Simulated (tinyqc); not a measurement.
Modulation-doped quantum well, Poisson-Schroedinger loop: one step of the calculation.

A well of width L centred at z = 0 between barriers Vb; effective-mass electrons, parabolic bands. The electrons come from donor sheets outside the mesh, a share fL of Ns on the left and the rest on the right, so the structure is neutral. Energies are counted from the band edge of the well, with U = 0 on the first node in the Hartree part.

Problem. Fermi level and occupations. Level k holds N_k = D_k Vt ln(1 + exp((EF - E_k)/Vt)) with D = md m0 q/(pi hbar^2) per eV (spin included); EF is fixed by sum N_k = Ns.

Parameters, values chosen for the exercise; material values those of a made-up well: temperature T = 77 K; in-plane mass md = 0.0439 m0; sheet density of electrons Ns = 1.5e12 cm^-2.

Constants: q = 1.602176634e-19 C, kB = 1.380649e-23 J/K, hbar = 1.054571817e-34 J s, m0 = 9.1093837015e-31 kg, Vt = kB T/q. Results are converted to the units shown.

levels (eV): E1 0.04963213, E2 0.20488145

Give: EF; N_k.

Solution.

EF = 0.1314 eV
N_k (cm^-2): E1 1.500e12, E2 1.895e6

Numbers from tinyqc (`OMP_NUM_THREADS=1 python tinyqc.py 2140062 2140063 out.jsonl`; about 0.1 s on one thread of a shared Intel Xeon 2.30GHz).
